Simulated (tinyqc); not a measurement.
Metal-interlayer-semiconductor contact, depinning against tunnelling resistance: contact resistivity against the conduction-band offset of the interlayer above the semiconductor.

Zero bias, n-type semiconductor. Gap states at the semiconductor surface thin out as exp(-be ti), which unpins the barrier; electrons must then cross the interlayer (a rectangular barrier, no voltage drop across it) and the parabolic depleted layer, both by WKB. Energies E are counted from the Fermi level; no image force, parabolic bands.

S = 1/(1 + (1/S0 - 1) exp(-be ti)); phiB = S (phiM - chi) + (1 - S)(Eg - E0); xi = Ec - EF deep inside, from Nd = Nc F(-xi/Vt), F(x) = (2/sqrt(pi)) int_0^infinity sqrt(u) du/(1 + exp(u - x)); band bending U = phiB - xi; E00 = (hbar/2) sqrt(Nd/(eps0 eps_r mt m0)) in volts; A = 4 pi q mA m0 kB^2/h^3. With U = phiB - xi: for xi < E < phiB, y = (E - xi)/U and G1 = (U/E00) [sqrt(1 - y) - y ln((1 + sqrt(1 - y))/sqrt(y))], G1 = 0 above phiB; G2 = 2 ti sqrt(mi max(phiB + dE - E, 0)/C), C = hbar^2/(2 m0); f = 1/(1 + exp(E/Vt)); 1/rho_c = (A T^2/Vt^2) times the integral of exp(-G1 - G2) f over E from xi upwards. Shares under 0.001 % are printed as 0; rows without band bending are left out.

Parameters, values chosen for the exercise; semiconductor values close to those of silicon; interlayer mass of the order of that in silicon dioxide, offset chosen freely: temperature T = 300 K; band gap Eg = 1.14 eV; relative permittivity eps_r = 11.9; electron affinity chi = 4.17 eV; conduction-band density of states at T Nc = 2.8e19 cm^-3; tunnelling mass in the semiconductor mt = 0.197 m0; Richardson mass mA = 2.03 m0; donor density Nd = 6e18 cm^-3; charge-neutrality level above the valence band E0 = 0.35 eV; pinning factor without interlayer S0 = 0.28; metal work function phiM = 4.48 eV; interlayer thickness ti = 0.3 nm; tunnelling mass in the interlayer mi = 0.46 m0; decay constant of gap states through the interlayer be = 5.2 1/nm.

Constants: q = 1.602176634e-19 C, kB = 1.380649e-23 J/K, eps0 = 8.8541878128e-12 F/m, hbar = 1.054571817e-34 J s, h = 6.62607015e-34 J s, m0 = 9.1093837015e-31 kg, Vt = kB T/q, hbar^2/(2 m0) = 0.0380998212 eV nm^2. Results are converted to the units shown.

The same in every row: S = 0.649; phiB (eV) = 0.478; E00/Vt = 1.15; rho_c with G2 = 0 (ohm cm^2) = 1.20e-4.

Result of one run:

| dE (eV) | rho_c (ohm cm^2) | peak of the integrand (eV) | share above phiB (%) |
|---|---|---|---|
| 0.5 | 7.48e-4 | 0.193 | 0.139 |

What becomes of these results when the conduction-band offset of the interlayer above the semiconductor dE is changed from 0.5 to 2.5 eV, all else the same?

Result of the changed run:

| dE (eV) | rho_c (ohm cm^2) | peak of the integrand (eV) | share above phiB (%) |
|---|---|---|---|
| 2.5 | 0.00387 | 0.189 | 0.114 |

The whole series:

| dE (eV) | rho_c (ohm cm^2) | peak of the integrand (eV) | share above phiB (%) |
|---|---|---|---|
| 0 | 3.48e-4 | 0.199 | 0.272 |
| 0.5 | 7.48e-4 | 0.193 | 0.139 |
| 1 | 0.00126 | 0.191 | 0.126 |
| 1.5 | 0.00193 | 0.190 | 0.120 |
| 2 | 0.00278 | 0.189 | 0.116 |
| 2.5 | 0.00387 | 0.189 | 0.114 |
| 3 | 0.00522 | 0.188 | 0.112 |

As dE goes from 0 to 3, phiB stays at 0.478 eV and rho_c rises from 3.48e-4 to 0.00522 ohm cm^2. The ratio of rho_c to its value with G2 = 0 runs from 2.89 to 43.4.

Computed by the program tinyqc: `OMP_NUM_THREADS=1 python tinyqc.py 2270112 2270113 out.jsonl`, one thread of a shared Intel Xeon 2.30GHz, about 0.03 s for the whole run.
